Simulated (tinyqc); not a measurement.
Inside a calculation. Model: phonon transmission through an interface between two chains by Green functions. Computed by tinyqc, a small Python program that keeps every step. Command: `OMP_NUM_THREADS=1 python tinyqc.py 3013421 3013422 out.jsonl agf walk`. One thread of a shared host (Intel(R) Xeon(R) Processor @ 2.30GHz), about 0.01 s of CPU time with the checks. Intermediate numbers are printed to about 7 digits and carried at full precision; extremes and crossings named in words are read from the listed rows.

Two semi-infinite chains (masses m_1, m_2; springs k_1, k_2), motion along the chain. The central region holds the end atom of each chain and one interlayer atom of mass m_b, joined by springs k_b. lambda = omega^2 in eV/(angstrom^2 u); nu = 15.6333042 THz x sqrt(lambda).

Inputs (values chosen for the exercise, for two model chains):
```
quantity                          value           unit
mass m_1                           61.4              u
spring k_1                         6.83  eV/angstrom^2
mass m_2                           26.8              u
spring k_2                         5.26  eV/angstrom^2
junction spring k_b               0.797  eV/angstrom^2
interlayer mass m_b                66.1              u
probe frequency / lower band top   0.58              -
temperature T                        20              K
```

Atoms in the interlayer: one.

Constants: nu for 1 eV/(angstrom^2 u) = 15.6333042 THz; h x 1 THz = 4.135667696 meV; k_B = 8.617333262e-05 eV/K; k_B = 1.380649e-23 J/K; h = 6.62607015e-34 J s.

## Band tops and impedances

nu_max = 15.6333042 THz x 2 sqrt(k/m); impedance Z = sqrt(k m); long-wave transmission 4 Z_1 Z_2/(Z_1 + Z_2)^2; the probe frequency is the given share of the lower band top.

band top of chain 1 = 10.42814 THz

band top of chain 2 = 13.85180 THz

Z_1 = 20.47833 sqrt(eV u)/angstrom

Z_2 = 11.87299 sqrt(eV u)/angstrom

long-wave transmission = 0.9292459

probe frequency = 6.048322 THz

## Self-energies and the matrix at the probe frequency

In chain i, sin(q_i a/2) = nu/nu_max,i. An outgoing wave makes the next atom move as exp(i q_i a) times the end atom, so the lead adds the self-energy Sigma_i = -k_i exp(i q_i a) to the force-constant matrix; Gamma_i = -2 Im Sigma_i = 2 k_i sin(q_i a). A = lambda M - K - Sigma over the central atoms, with K_ii the sum of the springs at i, K_(i,i+1) = -k_b; G = inverse of A; transmission = Gamma_1 Gamma_2 |G_(first,last)|^2.

q_1 a = 1.237457 rad

q_2 a = 0.9037324 rad

Gamma_1 = 12.90809 eV/angstrom^2

Gamma_2 = 8.264949 eV/angstrom^2

A (complex symmetric) (eV/angstrom^2):
```
                    end of 1   layer 1            end of 2
end of 1  3.798224+6.454043i  0.797000            0.000000
layer 1             0.797000  8.299951            0.797000
end of 2            0.000000  0.797000  1.208733+4.132475i
```

## Transmission at the probe frequency

The formulas are those given above.

G_(first,last) = -0.001686597-0.001703397i angstrom^2/eV

transmission = 6.130282e-04

It is below the long-wave value 0.929.

## Thermal conductance

Landauer conductance G = k_B int tau(nu) x^2 e^x/(e^x - 1)^2 d nu, x = h nu/(k_B T), from 0 to the lower band top (240 Gauss-Legendre points in s from 0 to 1, nu = nu_top sin(pi s/2)); tau is the transmission, and its thermal mean is G over the value for tau = 1 in the same window; the quantum is g_0 = pi^2 k_B^2 T/(3 h).

conductance G = 13.30801 pW/K

thermal mean of the transmission = 0.7030629

G/g_0 = 0.7030629

## Transmission spectrum against simple models

Long-wave value 4 Z_1 Z_2/(Z_1 + Z_2)^2. Continuum estimate, with omega = sqrt(lambda): a slab of impedance Z_b = sqrt(k_b m_b) and phase p = omega x (number of interlayer atoms) x sqrt(m_b/k_b), tau = 4 Z_1 Z_2/[(Z_1 + Z_2)^2 cos^2 p + (Z_b + Z_1 Z_2/Z_b)^2 sin^2 p].

Transmission:
```
nu/nu_top  nu (THz)  Green function  long-wave value  continuum estimate
0.05        0.52141       0.7541558        0.9292459           0.8828761
0.15        1.56422       0.5413382        0.9292459           0.6799400
0.25        2.60704       0.6856962        0.9292459           0.5860751
0.35        3.64985       0.0316985        0.9292459           0.6525998
0.45        4.69266       0.0041167        0.9292459           0.8506345
0.55        5.73548       0.0009100        0.9292459           0.9082978
0.65        6.77829       0.0002608        0.9292459           0.7113902
0.75        7.82111       0.0000852        0.9292459           0.5907849
0.85        8.86392       0.0000286        0.9292459           0.6297727
0.92        9.59389       0.0000121        0.9292459           0.7491218
0.98       10.21958       0.0000039        0.9292459           0.8753015
```

The transmission starts at the impedance value 0.929 and vanishes at the lower band top, 10.43 THz, above which chain 1 has no states. It first falls below half of that value at nu/nu_top = 0.35. The continuum estimate misses by more than 0.05 from the first row on.

## Conductance against temperature

The formulas are those given above.

Conductance:
```
T (K)   G (pW/K)  mean transmission       G/g_0  G for transmission 1 (pW/K)
1      0.8766661          0.9262861   0.9262861                    0.9464312
5       4.130641          0.8728877   0.8728877                     4.732156
20      13.30801          0.7030629   0.7030629                     18.92862
50      23.42165          0.4957751   0.4949468                     47.24250
100     27.16445          0.3106135   0.2870198                     87.45418
200     28.34295          0.2305721   0.1497359                     122.9244
400     28.65736          0.2076668  0.07569847                     137.9968
800     28.73730          0.2017658  0.03795482                     142.4290
```

At 1 K G/g_0 = 0.926; as T goes to 0 it tends to the long-wave transmission, where only the impedances count. Towards high T all modes count more and more alike; at 800 K G is 28.7 pW/K and the mean transmission is 0.202, which is well below the low-T value.

Checks made by the program: low-frequency limit against the impedance formula (relative difference 1e-06); unitarity: Gamma_1 |G_11|^2 + Gamma_2 |G_1N|^2 = -2 Im G_11 (relative difference below 1e-10); conductance against a 1500-point midpoint sum (relative difference below 1e-10).
